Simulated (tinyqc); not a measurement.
Worked calculation: global model of a low-pressure process discharge: electron temperature, density, ion flux and ion energy. Computed by tinyqc, a small Python program that keeps every step. Command: `OMP_NUM_THREADS=1 python tinyqc.py 3112735 3112736 out.jsonl plasma walk`. One thread of a shared host (Intel(R) Xeon(R) Processor @ 2.30GHz), about 0.01 s of CPU time with the checks. Intermediate numbers are printed to about 5 digits and carried at full precision; extremes and crossings named in words are read from the listed rows.

Maxwellian electrons with temperature T_e in eV, one positive ion, no negative ions, uniform bulk density n; rate constants have the Arrhenius form.

Inputs (values chosen for the exercise, of the order of those of an inductive discharge in a simple atomic gas): ion mass M = 40 u; ionisation prefactor K0 = 4.9e-14 m^3/s; ionisation energy E_iz = 13.9 eV; excitation prefactor X0 = 7.4e-15 m^3/s; excitation energy E_ex = 9.74 eV; elastic rate constant K_el = 1.1e-13 m^3/s; ion-neutral cross section = 7.1e-19 m^2; pressure p = 4.9 Pa; gas temperature T_g = 300 K; radius R = 24 cm; height L = 4.9 cm; absorbed power P = 730 W; bias power P_b = 120 W; radius of the biased electrode = 5 cm; bias frequency = 13.56 MHz; mixing = 0.4.

Constants: k_B = 1.380649e-23 J/K; e = 1.602176634e-19 C; u = 1.6605390666e-27 kg; m_0 = 9.1093837015e-31 kg; eps_0 = 8.8541878128e-12 F/m.

## Geometry factors

n_g = p/(k_B T_g); lambda_i = 1/(n_g sigma); h_L = 0.86/sqrt(3 + L/(2 lambda_i)), h_R = 0.8/sqrt(4 + R/lambda_i); A_eff = 2 pi R^2 h_L + 2 pi R L h_R; d_eff = pi R^2 L/A_eff.

gas density n_g = 1.1830e+21 1/m^3

ion mean free path = 0.11906 cm

h_L = 0.17711

h_R = 0.055795

A_eff = 682.20 cm^2

d_eff = 12.997 cm

## A fixed-point cycle for T_e

Particle balance: K0 exp(-E_iz/T_e) n_g d_eff = u_B, u_B = sqrt(e T_e/M). Cycle: T_out = T sqrt(loss/creation) with loss/creation = u_B/(K0 exp(-E_iz/T) n_g d_eff); T -> T + mixing (T_out - T), kept between 0.3 and 60 eV, from 3 eV; stop at |T_out - T| < 1e-9 eV or after 60 steps.

Course:
```
step  T (eV)  T_out (eV)  residual (eV)
0     3.0000      0.5749    -2.4251e+00
1     2.0300      1.0674    -9.6254e-01
2     1.6449      1.8289     1.8395e-01
3     1.7185      1.6121    -1.0647e-01
4     1.6759      1.7314     5.5427e-02
5     1.6981      1.6673    -3.0827e-02
6     1.6858      1.7024     1.6592e-02
...      ...         ...            ...
28    1.6901      1.6901     2.6358e-08
29    1.6901      1.6901    -1.4363e-08
30    1.6901      1.6901     7.8266e-09
31    1.6901      1.6901    -4.2648e-09
32    1.6901      1.6901     2.3240e-09
33    1.6901      1.6901    -1.2664e-09
34    1.6901      1.6901     6.9007e-10
```

last residual = 6.9007e-10 eV

Converged in 35 steps.

## Electron temperature

Root found by bracketing.

T_e = 1.6901 eV

Bohm velocity u_B = 2019.1 m/s

K_iz = 1.3131e-17 m^3/s

## Energy per pair and density

E_c = E_iz + (X0 exp(-E_ex/T_e) E_ex + K_el (3 m_0/M) T_e)/K_iz; wall potential V_s = (T_e/2) ln(M/(2 pi m_0)); E_T = E_c + 2 T_e + T_e/2 + V_s; n = P/(e u_B A_eff E_T); ion current density J = e h_L n u_B; ionised share n/n_g.

collisional loss per pair E_c = 31.725 eV

wall potential V_s = 7.9088 V

E_T = 43.859 eV

plasma density n = 7.5421e+11 1/cm^3

ion current density J = 4.3211 mA/cm^2

ionised share = 6.3753e-04

Collisions take 72 % of the power and the walls the rest. T_e came from the particle balance alone; the power sets only n.

## Biased electrode

All bias power goes to ions: V_b = P_b/(J pi r^2). Debye length at the sheath edge lambda_D = sqrt(eps_0 T_e/(e h_L n)); Child-law sheath s = (sqrt2/3) lambda_D (2 V/T_e)^(3/4), V = V_b + V_s; ion transit time tau_i = 3 s sqrt(M/(2 e V)); collisions in the sheath s/lambda_i.

bias voltage V_b = 353.59 V

lambda_D = 26.443 micrometre

sheath width s = 1.1725 mm

ion transit time = 84.232 ns

transit time over bias period = 1.1422

s/lambda_i = 0.98485

Many ions collide in the sheath, which lowers their energy and widens their angles.

## Pressure series at fixed power

n_g = p/(k_B T_g), lambda_i = 1/(n_g sigma), K_iz = K0 exp(-E_iz/T_e), h_L = 0.86/sqrt(3 + L/(2 lambda_i)), h_R = 0.8/sqrt(4 + R/lambda_i), A_eff = 2 pi R^2 h_L + 2 pi R L h_R and d_eff = pi R^2 L/A_eff follow p. E_c = E_iz + (X0 exp(-E_ex/T_e) E_ex + K_el (3 m_0/M) T_e)/K_iz; E_T = E_c + (5/2) T_e + (T_e/2) ln(M/(2 pi m_0)); n = P/(e u_B A_eff E_T); J = e h_L n u_B. Pressures without a root below 2 E_iz are left out.

Against pressure:
```
p (Pa)  T_e (eV)  E_c (eV)  E_T (eV)  n (1/cm^3)  J (mA/cm^2)
0.1       5.0195    17.277    53.315  1.2991e+11       3.3680
0.2       3.7801    18.335    45.474  1.8881e+11       4.0089
0.5       2.8386    20.304    40.684  2.8580e+11       4.5631
1.0       2.3712    22.479    39.503  3.8646e+11       4.7461
2.0       2.0231    25.578    40.103  5.2189e+11       4.7049
5.0       1.6837    31.901    43.990  7.6011e+11       4.3085
10.0      1.4905    39.416    50.118  9.7255e+11       3.7879
20.0      1.3360    51.073    60.665  1.1810e+12       3.1320
```

T_e falls from 5.02 to 1.34 eV, n changes by a factor 9.1 and J by 0.93; in J = P h_L/(A_eff E_T), E_T changes by a factor 1.14 and is least at 1 Pa, between wall losses at high T_e and excitation losses at low T_e.

Checks made by the program: cycle against bracketing (relative difference 1e-10).
